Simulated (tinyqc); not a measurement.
Inside a calculation: sp3s* tight binding with spin-orbit coupling. Values are carried at full precision from step to step, so a last printed digit may differ when a step is redone from the rounded ones.

sp3s* tight binding, nearest neighbours only: anion (a) at 0, cation (c) at a/4 (1,1,1), orbitals s, px, py, pz, s* on each; k in units of 2 pi/a. With phases e_j = exp(i (pi/2) k.n_j) for n = (1,1,1), (1,-1,-1), (-1,1,-1), (-1,-1,1): g0 = (e1+e2+e3+e4)/4, g1 = (e1+e2-e3-e4)/4, g2 = (e1-e2+e3-e4)/4, g3 = (e1-e2-e3+e4)/4. The diagonal holds the levels Esa, Epa, Exa (s*) and Esc, Epc, Exc. Anion-cation block: <sa|sc> = Vss g0; <sa|xc> = Vsapc g1; <xa|sc> = -Vscpa g1; <xa|xc> = Vxx g0; <xa|yc> = <ya|xc> = Vxy g3, <xa|zc> = <za|xc> = Vxy g2, <ya|zc> = <za|yc> = Vxy g1; <s*a|xc> = Vxapc g1; <xa|s*c> = -Vpaxc g1; y and z take g2 and g3 in place of g1; s-s* and s*-s* vanish.

Constants: hbar^2/2m0 = 3.80998211 eV angstrom^2.

Parameters, chosen for this exercise (near a published set for diamond, fitted to gaps, whose masses and valley positions are rough; spin-orbit coupling, where it is added without a refit, lifts the valence top and shrinks all gaps by about a third of the splitting; not measured data): k = (0.27, 0.27, 0) 2 pi/a (wave vector); Esa = -4.554 eV (s level of the anion); Epa = 3.851 eV (p level of the anion); Esc = -4.554 eV (s level of the cation); Epc = 3.851 eV (p level of the cation); Exa = 11.344 eV (s* level of the anion); Exc = 11.344 eV (s* level of the cation); Vss = -22.661 eV (s-s); Vxx = 3.844 eV (px-px); Vxy = 11.655 eV (px-py); Vsapc = 15.21 eV (s anion, p cation); Vscpa = 15.21 eV (s cation, p anion); Vxapc = 8.193 eV (s* anion, p cation); Vpaxc = 8.193 eV (p anion, s* cation); Da = 0.006 eV (atomic spin-orbit splitting, anion); Dc = 0.006 eV (the same, cation); a = 3.564 angstrom (lattice constant).

## Phase sums

Form g0 to g3 at this k.

g0, g1, g2, g3: 0.83066  0.37506i  0.37506i  -0.16934

## The Hamiltonian without spin-orbit coupling

Fill in the 10 x 10 matrix.

H(k) (eV):
```
           sa        xa        ya        za       s*a        sc       xc       yc       zc       s*c
sa    -4.5540         0         0         0         0  -18.8235  5.7046i  5.7046i  -2.5757         0
xa          0    3.8510         0         0         0  -5.7046i   3.1930  -1.9737  4.3713i  -3.0728i
ya          0         0    3.8510         0         0  -5.7046i  -1.9737   3.1930  4.3713i  -3.0728i
za          0         0         0    3.8510         0    2.5757  4.3713i  4.3713i   3.1930    1.3874
s*a         0         0         0         0   11.3440         0  3.0728i  3.0728i  -1.3874         0
sc   -18.8235   5.7046i   5.7046i    2.5757         0   -4.5540        0        0        0         0
xc   -5.7046i    3.1930   -1.9737  -4.3713i  -3.0728i         0   3.8510        0        0         0
yc   -5.7046i   -1.9737    3.1930  -4.3713i  -3.0728i         0        0   3.8510        0         0
zc    -2.5757  -4.3713i  -4.3713i    3.1930   -1.3874         0        0        0   3.8510         0
s*c         0   3.0728i   3.0728i    1.3874         0         0        0        0        0   11.3440
```

## Levels at this k

Diagonalise H, which belongs to k = (0.27, 0.27, 0) (2 pi/a). Four bands are filled (two electrons each); give the make-up of band 5, the lowest empty one.

levels (eV): -25.5746  -6.1174  -3.5269  -1.3157  7.1269  9.0177  10.4798  11.9381  15.6694  18.9887

weights of band 5: s 0.032, p 0.480, s* 0.488

weight of band 5 on atom a = 0.500

The vertical gap at this k is 8.4426 eV; band 5 is mostly s*-like.

## Levels at Gamma

Spin-orbit coupling acts within the p shell of each atom as (D/3) L.sigma, D = Da or Dc: it puts four states at Ep + D/3 and two at Ep - 2D/3.

At k = 0 only g0 = 1 is left and H falls into 2 x 2 blocks [[E_a, V], [V, E_c]] with roots (E_a + E_c)/2 -/+ sqrt(((E_a - E_c)/2)^2 + V^2); the s* levels stay uncoupled. The direct gap runs from the highest lower root of the p blocks to the lowest upper root.

Blocks at Gamma (eV):

| block | E_a | E_c | V | lower root | upper root |
|---|---|---|---|---|---|
| s (Gamma6) | -4.5540 | -4.5540 | -22.6610 | -27.2150 | 18.1070 |
| p 3/2 (Gamma8) | 3.8530 | 3.8530 | 3.8440 | 0.0090 | 7.6970 |
| p 1/2 (Gamma7) | 3.8470 | 3.8470 | 3.8440 | 0.0030 | 7.6910 |

direct gap at Gamma = 7.6820 eV

The lowest empty level at Gamma is p-like. The split-off band lies 0.0060 eV below the top, equal to the atomic value.

## Bands near the gap

Diagonalise at L = (1/2,1/2,1/2), X = (1,0,0), W = (1,1/2,0), K = (3/4,3/4,0) and at the fractions named between them; energies from the top of the valence band at Gamma; the matrix is 20 x 20 and 8 levels are filled.

Levels (eV):

| k | level 3 | level 5 | level 7 | level 8 | level 9 | level 10 | level 11 |
|---|---|---|---|---|---|---|---|
| L | -15.542 | -3.910 | -3.905 | -3.905 | 7.576 | 7.576 | 10.002 |
| L-G 0.5 | -8.105 | -2.277 | -2.273 | -2.273 | 7.135 | 7.135 | 9.957 |
| G | -0.006 | 0.000 | 0.000 | 0.000 | 7.682 | 7.682 | 7.688 |
| G-X 0.2 | -1.507 | -1.291 | -1.289 | -1.289 | 6.767 | 6.767 | 8.973 |
| G-X 0.4 | -4.959 | -3.682 | -3.681 | -3.681 | 5.662 | 5.662 | 11.365 |
| G-X 0.6 | -9.066 | -5.854 | -5.854 | -5.854 | 5.321 | 5.321 | 10.697 |
| G-X 0.7 | -11.154 | -6.689 | -6.688 | -6.688 | 5.493 | 5.493 | 9.874 |
| G-X 0.8 | -13.200 | -7.306 | -7.306 | -7.306 | 5.884 | 5.884 | 8.973 |
| G-X 0.9 | -15.173 | -7.685 | -7.685 | -7.685 | 6.469 | 6.469 | 8.065 |
| X | -17.050 | -7.813 | -7.813 | -7.813 | 7.211 | 7.211 | 7.211 |
| W | -17.049 | -7.814 | -7.812 | -7.812 | 7.211 | 7.211 | 7.212 |
| K | -16.094 | -8.370 | -6.669 | -6.669 | 6.858 | 6.858 | 7.811 |
| K-G 0.5 | -9.242 | -5.267 | -2.413 | -2.413 | 6.789 | 6.789 | 10.097 |

On these points the lowest empty level is lowest at G-X 0.6, 5.321 eV above the top.

## Valleys and masses

The lowest conduction level (mean of the pair) at Gamma, at its minimum on (x,0,0) for x from 0.5 to 1, and at the point L (L, and X where the search ends there, need not be minima in this model; a zero or negative inverse mass shows it). Inverse masses m0/m = (E(+h) + E(-h) - 2 E)/(2 c q^2) with c = hbar^2/2m0, q = h 2 pi/a, h = 0.002; longitudinal along the valley axis ([100] at Gamma and Delta, [111] at L), transverse along [010] or [1-10]. A dash: the next level lies within 0.15 eV, so a single mass has no use there.

Valleys:

| valley | x (2 pi/a) | E - Ev (eV) | m0/m_l | m0/m_t |
|---|---|---|---|---|
| Gamma | 0.0000 | 7.6820 | - | - |
| Delta | 0.5752 | 5.3141 | 0.98 | 0.93 |
| L | 0.5000 | 7.5758 | -0.99 | -1.74 |

Of these three the lowest is the Delta line, which makes the gap indirect, 5.3141 eV. A negative value marks a point that is no minimum along that axis. At Delta m0/m_t is 0.93. This nearest-neighbour model is fitted to gaps: it places the Delta minimum and the masses at Delta and L only roughly (transverse masses can be several times too heavy), and since its bands are flat from X to W the transverse mass grows too heavy towards X; d orbitals or second neighbours cure this.

## Checks

- Direct gap at Gamma from the blocks against the full matrix: both 7.68200.

Program tinyqc; command `OMP_NUM_THREADS=1 python tinyqc.py 1480808 1480809 out.jsonl`; about 0.2 s on one thread of a shared Intel(R) Xeon(R) Processor @ 2.30GHz.
